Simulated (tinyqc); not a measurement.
The liquidus: liquidus of a compound AB in a simple-solution melt, liquid-phase epitaxy and vapour pressures. Computed by tinyqc, a small Python program. Command: `OMP_NUM_THREADS=1 python tinyqc.py 3029516 3029517 out.jsonl liq35 walk`. One thread of a shared host (Intel(R) Xeon(R) Processor @ 2.30GHz), about 0.03 s of CPU time with the checks.

x is the atom fraction of B in the melt. The melt is a simple solution: R T ln gamma_B = W (1 - x)^2, R T ln gamma_A = W x^2, W = a + b T. The solid AB is stoichiometric.

Inputs (values chosen for the exercise, modelled on InAs for the melt):

| quantity | value | unit |
|---|---|---|
| melting point T_F | 1215 | K |
| entropy of fusion S_F | 61.8 | J/(mol K) |
| interaction a | 15.8 | kJ/mol |
| interaction slope b | -40.7 | J/(mol K) |

Constants: R = 8.314462618 J/(mol K).

Method. Liquidus (Vieland): f(x) = R T ln[4 x (1 - x)] + 2 W (1/2 - x)^2 + S_F (T_F - T) = 0.

Solubility; ideal: W = 0; dilute: (1/4) exp[-(S_F (T_F - T) + W/2)/(R T)]:

| T (K) | x | ideal | dilute | W (kJ/mol) |
|---|---|---|---|---|
| 608 | 3.6230e-04 | 1.4972e-04 | 3.6264e-04 | -8.9456 |
| 705 | 3.4306e-03 | 1.1568e-03 | 3.4706e-03 | -12.8935 |
| 802 | 1.7919e-02 | 5.4702e-03 | 1.9233e-02 | -16.8414 |
| 899 | 5.7756e-02 | 1.8684e-02 | 7.3659e-02 | -20.7893 |
| 996 | 1.2789e-01 | 5.1414e-02 | 2.1718e-01 | -24.7372 |
| 1094 | 2.2740e-01 | 1.2567e-01 | 5.3293e-01 | -28.7258 |
| 1166 | 3.2979e-01 | 2.4102e-01 | 9.3614e-01 | -31.6562 |
| 1203 | 4.1671e-01 | 3.6634e-01 | 1.2181e+00 | -33.1621 |

x over the ideal value is 2.42 in the first row and 1.14 in the last, and lies between 1.14 and 3.28: W > 0 lowers the solubility and W < 0 raises it, by about exp(-W/(2 R T)) when dilute. The dilute form is within 5 % in 2 of the eight rows. Near T_F the liquidus closes as a parabola about x = 1/2.

Extremes, crossings and ranges named in words are read from the listed rows.
